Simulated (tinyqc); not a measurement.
## Film and buried-oxide thickness from two coupling ratios

Inverse problem. In a depleted film -dVT/dVb is k1 = Cs Cbox/(Cox (Cs + Cbox)) for a front channel and k2 = Cbox (Cox + Cs)/(Cox Cs) for a back channel, with Cox = eps0 eox/tox, Cs = eps0 eps_r/ts, Cbox = 3.9 eps0/tb. Find ts and tb.

Parameters, values chosen for the exercise; band and dielectric values close to those of germanium:
```
symbol,value,unit,meaning
eps_r,16,,relative permittivity
eox,3.9,,relative permittivity of the gate insulator (close to silicon dioxide)
tox,2.2,nm,insulator thickness
```

coupling ratios for a front and a back channel: [0.019587658, 0.041051136]

Solution. With y = Cox/Cs and z = Cox/Cbox, 1/k1 = y + z and k2 = (1 + y)/z, so y = (k2/k1 - 1)/(1 + k2); the thicknesses follow from y and z.

ts = 9.500 nm
tb = 110.0 nm

Program tinyqc, `OMP_NUM_THREADS=1 python tinyqc.py 2190126 2190127 out.jsonl`; Intel Xeon 2.30GHz, shared host, one thread, about 0.4 s.
